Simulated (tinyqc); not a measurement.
Surface Green function of a two-leg ladder, Sancho-Rubio decimation: two steps of the calculation.

A semi-infinite lead of cells 0, 1, 2, ... with H0 inside a cell and H1 = <cell i|H|cell i + 1>. One rung (site 1 on leg a, site 2 on leg b) is a cell; all hoppings enter with a minus sign. z = E + i eta.

Parameters, values chosen for the exercise: energy E = -3.64 eV; broadening eta = 0.01 eV.

Question 1. Decimation. Start with e_s = e = H0, a = H1, b = H1^dagger. Each round: g = (z - e)^(-1); e_s <- e_s + a g b; e <- e + a g b + b g a; a <- a g a; b <- b g b (all with the old a, b). Round k joins cells 2^k apart.

e_s after round 2 (eV):
```
                       1                      2
1  -0.5614007-0.0054142i  -1.8558950-0.0048172i
2  -1.8558950-0.0048172i  -0.1624442-0.0050474i
```

e after round 2 (eV):
```
                       1                      2
1  -0.9938648-0.0089912i  -2.2270448-0.0094994i
2  -2.2270448-0.0094994i  -0.9316734-0.0123447i
```

a after round 2 (eV):
```
                         1                        2
1  -0.13933969-0.00305691i  -0.21108641-0.00459457i
2  -0.12487302-0.00284735i  -0.20785636-0.00438933i
```

b after round 2 (eV):
```
                         1                        2
1  -0.13933969-0.00305691i  -0.12487302-0.00284735i
2  -0.21108641-0.00459457i  -0.20785636-0.00438933i
```

Give: g; e_s after round 3; e after round 3; a after round 3; b after round 3.

Answer 1.

g (1/eV):
```
               1              2
1  -1.222-0.075i  -1.004-0.074i
2  -1.004-0.074i  -1.194-0.074i
```

e_s after round 3 (eV):
```
               1              2
1  -0.697-0.020i  -1.985-0.019i
2  -1.985-0.019i  -0.285-0.019i
```

e after round 3 (eV):
```
               1              2
1  -1.206-0.033i  -2.478-0.037i
2  -2.478-0.037i  -1.248-0.047i
```

a after round 3 (eV):
```
                 1                2
1  -0.1019-0.0114i  -0.1616-0.0179i
2  -0.0967-0.0108i  -0.1534-0.0170i
```

b after round 3 (eV):
```
                 1                2
1  -0.1019-0.0114i  -0.0967-0.0108i
2  -0.1616-0.0179i  -0.1534-0.0170i
```

Question 2. Self-energy, Dyson check and densities of states. Sigma = H1 g_s H1^dagger is what the lead adds to one more cell, and (z - H0 - Sigma)^(-1) must give g_s back. Densities of states: -Im of the diagonals over pi.

H0 (eV):
```
       1      2
1      0  -1.47
2  -1.47   0.45
```

H1 (eV):
```
    1      2
1  -1  -0.21
2   0  -1.24
```

converged surface Green function g_s (1/eV):
```
                         1                        2
1  -0.52328455-0.09406283i  -0.29608539-0.08539938i
2  -0.29608539-0.08539938i  -0.46092140-0.07825328i
```

converged bulk Green function (1/eV):
```
                         1                        2
1  -0.20652744-0.95608703i   0.01716475-0.96071785i
2   0.01716475-0.96071785i  -0.16763390-0.96695519i
```

Wanted: Sigma; (z - H0 - Sigma)^(-1); surface density of states; bulk density of states.

Answer 2.

Sigma (eV):
```
                   1                  2
1  -0.66797-0.13338i  -0.48717-0.12627i
2  -0.48717-0.12627i  -0.70871-0.12032i
```

(z - H0 - Sigma)^(-1) (1/eV):
```
                   1                  2
1  -0.52328-0.09406i  -0.29609-0.08540i
2  -0.29609-0.08540i  -0.46092-0.07825i
```

```
orbital  surface density of states (1/eV)  bulk density of states (1/eV)
1                                0.029941                        0.30433
2                                0.024909                        0.30779
```

Program tinyqc, `OMP_NUM_THREADS=1 python tinyqc.py 2680123 2680124 out.jsonl`; Intel Xeon 2.30GHz, shared host, one thread, about 0.05 s.
